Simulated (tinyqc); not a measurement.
Random telegraph noise from one oxide trap in a small MOSFET: one step of the calculation.

An acceptor-like trap exchanges electrons with the channel. Inversion charge Q = Cox u, u = n Vt W0(exp((Vg - VT)/(n Vt))), W0 the Lambert function, n = nf, Cox = eps0 eox/tox; linear regime Id = (W/L) mu Q Vd. Relative to threshold the surface potential rises by Vt ln(u/u0) and the oxide voltage by the rest of Vg - VT, with u0 = n Vt W0(1).

Problem. Trap level, time constants and occupancy. N = Cox u/q; dpsi = Vt ln(u/u0); E = E0 - dpsi - (xt/tox)(Vg - VT - dpsi); capture time tc = 1/[(N/zi) vth s0 exp(-xt/lt - EB/Vt)]; emission time te = tc exp(-E/Vt); occupancy te/(tc + te).

Inputs (values chosen for the exercise); values of the order met in silicon transistors: temperature T = 350 K; relative permittivity of the gate insulator (close to zirconium oxide) eox = 25.3; insulator thickness tox = 6 nm; depth of the trap from the channel interface xt = 0.55 nm; trap level above the channel Fermi level at threshold E0 = 0.05 eV; capture prefactor s0 = 4e-15 cm^2; capture barrier (lattice relaxation) EB = 0.46 eV; tunnelling decay length lt = 0.1 nm; thermal velocity vth = 1.2e7 cm/s; thickness of the inversion layer zi = 2.9 nm; threshold voltage VT = 0.48 V; body factor nf = 1.15; gate voltage Vg = 0.55 V.

Constants: q = 1.602176634e-19 C, kB = 1.380649e-23 J/K, Vt = kB T/q, eps0 = 8.8541878128e-14 F/cm where lengths are in cm. Results are converted to the units shown.

Wanted: u; N; dpsi; E; tc; te; occupancy.

Solution.

u = 0.05439 V
N = 1.268e12 cm^-2
dpsi = 0.03068 V
E = 0.01572 eV
tc = 0.004904 s
te = 0.002912 s
occupancy = 0.3726

The trap lies 0.52 Vt above the Fermi level, so it is empty most of the time.

Range of the model: VT is taken as given; short-channel effects and the uneven flow of current among few electrons are left out.

tinyqc, about 0.01 s, one thread, Intel Xeon 2.30GHz (shared host): `OMP_NUM_THREADS=1 python tinyqc.py 2710054 2710055 out.jsonl`
